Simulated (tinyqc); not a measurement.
Defect, radiative and Auger recombination at equal electron and hole densities (ABC model), step by step. Values are carried at full precision from step to step, so a last printed digit may differ when a step is redone from the rounded ones.

J/(e d) = Ae n + B n^2 + C n^3 with Ae = A + 4 S/w (four side walls, carriers spread evenly), e = 1.602176634e-19 C, lengths in cm; internal efficiency IQE = B n^2/(Ae n + B n^2 + C n^3); all injected carriers recombine in the layer.

Parameters, chosen for this exercise (orders of magnitude like those quoted for Si; not measured data):

| symbol | value | unit | meaning |
|---|---|---|---|
| A | 6500 | 1/s | defect rate |
| B | 6.9e-15 | cm^3/s | radiative coefficient |
| C | 6.4e-31 | cm^6/s | Auger coefficient |
| S | 0 | cm/s | recombination velocity of the side walls |
| w | 4000 | micrometre | side of the square mesa |
| d | 290000 | nm | active thickness |
| J | 0.16 | A/cm^2 | current density |
| ex | 0.8 |  | extraction efficiency |
| Eph | 1.15 | eV | photon energy |

## The efficiency peak

IQE peaks at n_p = sqrt(Ae/C); with Q = B/sqrt(Ae C), IQE_max = Q/(Q + 2).

Ae = 6500 1/s
n_p = 1.008e+17 1/cm^3
Q = 0.1070
IQE_max = 0.0508
J at the peak = 6.41 A/cm^2

The side walls are taken as passivated.

## Carrier density at the given current

G = J/(e d). Newton steps from the smallest of G/Ae, sqrt(G/B) and (G/C)^(1/3); stop when the relative step is below 1e-9.

G = 3.444e+19 1/(cm^3 s)

Newton steps:

| step | n (1/cm^3) | rate/G | relative step |
|---|---|---|---|
| 1 | 5.2978e+15 | 1.00839 | -0.0082 |
| 2 | 5.2542e+15 | 1.00000 | -9.3e-07 |
| 3 | 5.2542e+15 | 1.00000 | -1.2e-14 |

n = 5.254e+15 1/cm^3

The start is an upper bound and the function is convex, so the steps fall monotonically; 3 are needed.

## Shares, lifetimes and light

Shares of the three paths; lifetime n/G = 1/(Ae + B n + C n^2); differential lifetime 1/(Ae + 2 B n + 3 C n^2) and bandwidth 1/(2 pi tau_d); optical power density ex IQE J Eph/e.

shares: defect 0.9918, radiative 0.0055, Auger 0.0027

lifetime = 1.53e+05 ns
differential lifetime = 1.51e+05 ns
bandwidth = 0.00105 MHz
optical power density = 0.000814 W/cm^2

The defect path is the largest; the device runs below its efficiency peak, where the defect and Auger shares are equal.

## Checks

- Density from Newton steps against bisection (1/cm^3): both 5.2542e+15.

Computed by tinyqc, a small Python program: `OMP_NUM_THREADS=1 python tinyqc.py 1650868 1650869 out.jsonl` (the numbers bound the seed that draws the inputs); one thread of a shared host (Intel(R) Xeon(R) Processor @ 2.30GHz), about 0.01 s for the whole set of steps.
